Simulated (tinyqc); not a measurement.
The mobility curve: inversion-layer mobility, back-scattering and ballistic limit of a field-effect transistor. Computed by tinyqc, a small Python program. Command: `OMP_NUM_THREADS=1 python tinyqc.py 3023298 3023299 out.jsonl mos walk`. One thread of a shared host (Intel(R) Xeon(R) Processor @ 2.30GHz), about 0.01 s of CPU time with the checks.

The charge at the top of the source barrier is fixed by the gate; series resistance and short-channel effects are left out. F_j are Fermi integrals normalised to exp(eta) in the classical limit.

Inputs (values chosen for the exercise, modelled on an InGaAs n-channel):
```
quantity                                       value        unit
weight w of the inversion charge                 0.5           -
permittivity eps                                13.9           -
phonon mobility at 1 MV/cm and 300 K, mu_ph     3000  cm^2/(V s)
roughness mobility at 1 MV/cm, mu_sr            2600  cm^2/(V s)
Coulomb mobility at N_inv = 1e12/cm^2, mu_C     1600  cm^2/(V s)
electrical oxide thickness t_inv                   3          nm
depletion charge N_dep                       1.9e+12      1/cm^2
temperature T                                    300           K
```

Statistics at the top of the barrier: Fermi-Dirac.

Constants: eps_0 = 8.8541878128e-12 F/m; e = 1.602176634e-19 C.

Method. N_inv = 3.9 eps_0 (V_G - V_T)/(e t_inv); effective field E_eff = e (N_dep + w N_inv)/(eps eps_0). mu_phonon = mu_ph (E_eff/1 MV/cm)^(-0.3) (T/300 K)^(-1.75); mu_rough = mu_sr (E_eff/1 MV/cm)^(-2); mu_Coulomb = mu_C (N_inv/1e12 cm^-2) (T/300 K); Matthiessen's rule adds 1/mu.

Mobilities (cm^2/(V s)):
```
V_G - V_T (V)  N_inv (1/cm^2)  E_eff (MV/cm)  phonon  roughness  Coulomb   total
0.03               2.1553e+11        0.26137  4486.9      38059      345   317.6
0.06               4.3106e+11        0.27540  4417.0      34280      690   586.3
0.12               8.6211e+11        0.30346  4290.3      28234     1379  1006.6
0.20               1.4369e+12        0.34087  4143.3      22377     2299  1386.9
0.35               2.5145e+12        0.41101  3917.1      15391     4023  1758.0
0.50               3.5921e+12        0.48116  3736.2      11231     5747  1884.4
0.75               5.3882e+12        0.59806  3500.2       7269     8621  1854.4
1.00               7.1843e+12        0.71497  3317.7       5086    11495  1709.3
1.50               1.0776e+13        0.94878  3047.7       2888    17242  1365.5
```

What does the comparison show, and why?

The lowest part is Coulomb from 0.0300 to 0.200, phonon from 0.350 to 1.00, roughness at 1.50 V. The total peaks at 1884 near E_eff = 0.48 MV/cm: screening lifts it at low density and the field presses it down at high density.

Extremes, crossings and ranges named in words are read from the listed rows.
